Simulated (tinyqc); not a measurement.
Changing the base width W: minority-electron transport through the base of a bipolar transistor (Moll-Ross and Kroemer integrals). Computed by tinyqc, a small Python program. Command: `OMP_NUM_THREADS=1 python tinyqc.py 3026380 3026381 out.jsonl base sweep`. One thread of a shared host (Intel(R) Xeon(R) Processor @ 2.30GHz), about 0.01 s of CPU time with the checks.

Low injection, one dimension, x from the emitter edge (0) to the collector edge (W), s = x/W. Recombination is treated as a small correction (valid for tau_B well below tau_n), computed from the stored charge.

Inputs (values chosen for the exercise, modelled on GaAs):

| quantity | value | unit |
|---|---|---|
| intrinsic density n_i at the emitter edge | 2e+06 | 1/cm^3 |
| base doping at the emitter edge N_0 | 7.5e+17 | 1/cm^3 |
| mu_min | 1100 | cm^2/(V s) |
| mu_max | 7240 | cm^2/(V s) |
| N_ref | 8.9e+16 | 1/cm^3 |
| saturation velocity v_s | 0.93 | 1e7 cm/s |
| electron lifetime tau_n | 26 | ns |
| emitter Gummel number G_E | 4.2e+12 | s/cm^4 |
| base-emitter voltage V_BE | 0.83 | V |
| temperature T | 300 | K |
| gap narrowing across the base dE_g | 88 | meV |

Base doping profile: uniform. Gap grading: linear. Exit of the base: infinite sink.

Constants: k_B = 8.617333262e-05 eV/K; e = 1.602176634e-19 C.

Method:
- N(x) = N_0; n_i(x)^2 = n_i^2 exp(s dE_g/k_B T); D(x) = (k_B T/e) mu, mu = mu_min + (mu_max - mu_min)/(1 + (N/N_ref)^0.7).
- With y(x) = N n_i^2/(D n_i(x)^2): base Gummel number G_B = int_0^W y dx; J_C = e n_i^2 exp(e V_BE/k_B T)/G_B; n(x) = (J_C/e)(n_i(x)^2/(N n_i^2)) [int_x^W y dx]; transit time tau_B = (e/J_C) int n dx; trapezoid rule on 401 even points.
- Emitter-limited gain beta_E = G_E/G_B; recombination-limited gain beta_R = tau_n/tau_B; 1/beta = 1/beta_E + 1/beta_R; f_T from the base alone = 1/(2 pi tau_B).

One run for each value:

| base width W (nm) | base transit time tau_B (ps) | current gain beta | f_T from the base alone (GHz) | mean velocity W/tau_B (1e7 cm/s) | share of the exit term in G_B (%) |
|---|---|---|---|---|---|
| 10 | 3.6528e-03 | 1135.2 | 4.3571e+04 | 27.376 | 0 |
| 18 | 1.1835e-02 | 630.6 | 1.3448e+04 | 15.209 | 0 |
| 32 | 3.7404e-02 | 354.6 | 4.2550e+03 | 8.555 | 0 |
| 56 | 1.1455e-01 | 202.6 | 1.3894e+03 | 4.889 | 0 |
| 100 | 3.6528e-01 | 113.4 | 4.3571e+02 | 2.738 | 0 |
| 180 | 1.1835e+00 | 62.9 | 1.3448e+02 | 1.521 | 0 |
| 320 | 3.7404e+00 | 35.3 | 4.2550e+01 | 0.856 | 0 |
| 560 | 1.1455e+01 | 20.1 | 1.3894e+01 | 0.489 | 0 |
| 1000 | 3.6528e+01 | 11.2 | 4.3571e+00 | 0.274 | 0 |

What does the table show, and why?

Over the rows, base transit time tau_B (ps) rises from 0.00365 to 36.5 (exponent d ln y / d ln x about 2.0 throughout); current gain beta falls from 1140 to 11.2 (exponent d ln y / d ln x about -1.0 throughout); f_T from the base alone (GHz) falls from 43600 to 4.36 (exponent d ln y / d ln x about -2.0 throughout). The exponent of base transit time tau_B stays at 2: diffusion, or drift in a field proportional to 1/W. The exponent of current gain beta stays between -1.01 and -1.00, near -1: emitter-limited gain, or recombination with a transit time limited by the exit velocity.

Caution (rows 10.0, 18.0, 32.0, 56.0, 100, 180): the mean velocity exceeds v_s, so drift-diffusion with a low-field mobility overstates the speed. Caution (rows 10.0, 18.0): the base is only a few mean free paths wide, so transport is partly ballistic.
